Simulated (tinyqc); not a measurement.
Thickness series: Landau-Devonshire theory of a uniaxial ferroelectric. Computed by tinyqc, a small Python program. Command: `OMP_NUM_THREADS=1 python tinyqc.py 3027126 3027127 out.jsonl ferro walk`. One thread of a shared host (Intel(R) Xeon(R) Processor @ 2.30GHz), about 0.01 s of CPU time with the checks.

G(P) = (alpha/2) P^2 + (beta*/4) P^4 + (gamma/6) P^6 - E P per volume, SI units, one domain, P along the polar axis, which is normal to the film.

Inputs (values chosen for the exercise, modelled on lead titanate):
```
quantity                           value             unit
alpha_0                           747000      J m/(C^2 K)
Curie-Weiss temperature T0           752                K
beta                           -2.92e+08        J m^5/C^4
gamma                           1.56e+09        J m^9/C^6
temperature T                        604                K
misfit strain u_m                -0.0028                -
electrostriction Q12              -0.026          m^4/C^2
compliance s11 + s12             5.5e-12            m^2/N
film thickness d                     8.1               nm
screening length lambda           0.0065               nm
background permittivity eps_b          8                -
series capacitance C_d               4.6  microfarad/cm^2
```

Sample: epitaxial film.

Constants: eps_0 = 8.8541878128e-12 F/m.

Method:
- alpha = alpha_0 (T - T0*), with clamping: T0* = T0 + 4 Q12 u_m/(alpha_0 (s11 + s12)), beta* = beta + 4 Q12^2/(s11 + s12).
- Ps^2 = [-beta* + sqrt(beta*^2 - 4 alpha gamma)]/(2 gamma).
- chi = 1/(eps_0 G''), G'' = alpha + 3 beta* P^2 + 5 gamma P^4 at Ps. Ps, chi and the coercive field are for perfect screening, without a depolarising field. The intrinsic coercive field is |alpha P + beta* P^3 + gamma P^5| at the P_c where G'' = 0. 1 C/m^2 = 100 microcoulomb/cm^2.
- Between shorted electrodes with screening length lambda each, the depolarising field is -k P, k = 2 lambda/(eps_0 (d + 2 lambda eps_b)), so alpha turns into alpha + k.
- The polar state is the lowest uniform state while alpha + k < 0 (beta* > 0) or < 3 beta*^2/(16 gamma) (beta* < 0); setting the equality gives the critical thickness d_c.
- Domains are left out, though they can pre-empt both the loss of P and the state at P = 0. The second and third columns are for the shorted capacitor, polar only where it is the lowest uniform state: alpha + k < 0 (beta* > 0) or < 3 beta*^2/(16 gamma) (beta* < 0). The last column is another circuit, the film in series with C_d at P = 0: 1/C = (alpha d)/(1 + alpha eps_0 eps_b) + 1/C_d, and P = 0 is locally stable while 1/C > 0; a dash marks the rest.

alpha = -1.63501e+08 J m/C^2

beta* = 1.99636e+08 J m^5/C^4

critical thickness d_c = 8.87593 nm

spontaneous polarisation Ps = 51.5770 microcoulomb/cm^2

Against thickness:
```
d (nm)  P (microcoulomb/cm^2)  depolarising field (MV/m)  C of the stack / C_d
1                       0.000                      0.000                1.0077
2                       0.000                      0.000                1.0155
3                       0.000                      0.000                1.0234
5                       0.000                      0.000                1.0396
8                       0.000                      0.000                1.0648
15                     38.969                     37.881                1.1288
30                     46.330                     22.596                1.2958
60                     49.130                     12.001                1.8401
150                    50.634                      4.953                     -
```

The polar state appears between 8 and 15 nm (d_c = 8.88 nm), and at 150 nm P is 98.2 % of Ps. The stack exceeds C_d wherever it is stable, up to 1.84 times: the ferroelectric held at P = 0 acts as a negative capacitance.

Extremes, crossings and ranges named in words are read from the listed rows.
